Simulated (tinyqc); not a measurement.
Slater-Koster d bands of an fcc metal, step by step. Values are carried at full precision from step to step, so a last printed digit may differ when a step is redone from the rounded ones.

Slater-Koster d bands. For a bond with direction cosines (l, m, n) the 5 x 5 block is dds Ps + ddp Pp + ddd (1 - Ps - Pp), the projectors on sigma, pi and delta states about the bond; for instance <xy|xy> = 3 l^2 m^2 dds + (l^2 + m^2 - 4 l^2 m^2) ddp + (n^2 + l^2 m^2) ddd, <xy|yz> = 3 l m^2 n dds + l n (1 - 4 m^2) ddp + l n (m^2 - 1) ddd and <3z2-r2|3z2-r2> = (n^2 - (l^2 + m^2)/2)^2 dds + 3 n^2 (l^2 + m^2) ddp + (3/4)(l^2 + m^2)^2 ddd. H(k) sums the blocks times cos(k.R) over the neighbours; the d level is the zero of energy; k in 2 pi/a.

Inputs chosen for the exercise (of the size met in Ru; the results hold for these values, not for the real material):
```
symbol  value               unit    meaning
dds     -1.007              eV      dd sigma
ddp     0.675               eV      dd pi
ddd     -0.111              eV      dd delta
Es      6.6                 eV      s level
sss     -0.83               eV      ss sigma
sds     -0.65               eV      sd sigma
k       (0.47, 0.08, 0.36)  2 pi/a  wave vector
Nd      7                           d electrons per atom
```

## The block of one bond

Direction (1,1,0)/sqrt2; its eigenvalues must be dds once, ddp twice and ddd twice.

block (eV), rows xy, yz, zx, x2-y2, 3z2-r2 and columns alike:
```
[[-0.7830, 0, 0, 0, 0.3880],
 [0, 0.2820, 0.3930, 0, 0],
 [0, 0.3930, 0.2820, 0, 0],
 [0, 0, 0, 0.6750, 0],
 [0.3880, 0, 0, 0, -0.3350]]
```

## Levels at Gamma

Neighbours: twelve at (a/2)(1,1,0) and equivalents.

Summing the blocks at k = 0 gives E(t2g) = 3 dds + 4 ddp + 5 ddd, E(eg) = 1.5 dds + 6 ddp + 4.5 ddd.

levels (eV): t2g (threefold) -0.8760, eg (twofold) 2.0400

The t2g level lies lower, by 2.9160 eV.

## The Hamiltonian at one k

An s orbital at Es couples to nearest neighbours alone: <s|s> = sss, <s|xy> = sqrt3 l m sds (cyclic), <s|x2-y2> = (sqrt3/2)(l^2 - m^2) sds, <s|3z2-r2> = (n^2 - (l^2 + m^2)/2) sds.

Sum over the neighbours.

H(k) (eV), rows s, xy, yz, zx, x2-y2, 3z2-r2 and columns alike:
```
[[4.7952, 0.5575, 0.5067, 2.0283, 0.4192, -0.1756],
 [0.5575, 0.2249, -1.4161, -0.3537, 0, -0.3842],
 [0.5067, -1.4161, -1.1436, -0.3892, -0.3024, 0.1746],
 [2.0283, -0.3537, -0.3892, 0.4425, 1.2107, 0.6990],
 [0.4192, 0, -0.3024, 1.2107, 0.0968, 0.6513],
 [-0.1756, -0.3842, 0.1746, 0.6990, 0.6513, 0.6425]]
```

## Levels and character

Diagonalise H; t2g is xy, yz, zx and eg the other two.

levels (eV): [-2.3575, -1.0821, -0.2191, 1.0908, 1.8688, 5.7574]

weights, rows s, t2g, eg; columns band 1, band 2, band 3, band 4, band 5, band 6:
```
[[0.036, 0.021, 0.027, 0.028, 0.062, 0.827],
 [0.960, 0.509, 0.218, 0.834, 0.331, 0.149],
 [0.005, 0.470, 0.756, 0.138, 0.607, 0.024]]
```

## Levels at points of symmetry

Coordinates: G (0, 0, 0), X (1, 0, 0), W (1, 0.5, 0), L (0.5, 0.5, 0.5), K (0.75, 0.75, 0); the others lie half way.

Levels (eV):
```
k        band 1  band 2  band 3  band 4  band 5  band 6
G        -3.360  -0.876  -0.876  -0.876   2.040   2.040
G-X 0.5  -3.132  -1.681   1.128   1.128   2.700   3.621
X        -5.388  -5.168   3.132   3.132   3.360  10.368
W        -2.700  -1.128  -1.128   1.147   3.132  10.113
L        -4.513  -1.271  -1.271   2.843   2.843   7.969
L-G 0.5  -2.859  -0.324  -0.324   1.692   1.692   2.469
K        -4.150  -2.343   1.195   1.817   2.767   9.907
```

On these points the bands run from -5.388 (X) to 10.368 eV (X).

## Second moment and the rectangular band

mu2 = z (dds^2 + 2 ddp^2 + 2 ddd^2)/5 per orbital, with z = 12. A rectangular band with the same mu2 has width W = sqrt(12 mu2), Fermi level W (Nd/10 - 1/2) and bond energy -W Nd (10 - Nd)/20 (Friedel).

mu2 = 4.6799 eV^2
W = 7.4939 eV
Fermi level = 1.4988 eV
bond energy per atom = -7.8686 eV

The bond energy is the attractive part alone; the repulsion between atoms, left out, cancels a large share of it in the cohesive energy.

## Checks

- Levels at Gamma from the formulas against H(0): they agree to 1e-10 or better.
- Second moment from the formula against the mean square level on the mesh: both 4.67986.

(tinyqc, `OMP_NUM_THREADS=1 python tinyqc.py 1482189 1482190 out.jsonl`, Intel(R) Xeon(R) Processor @ 2.30GHz, 1 thread, shared host, about 0.03 s.)
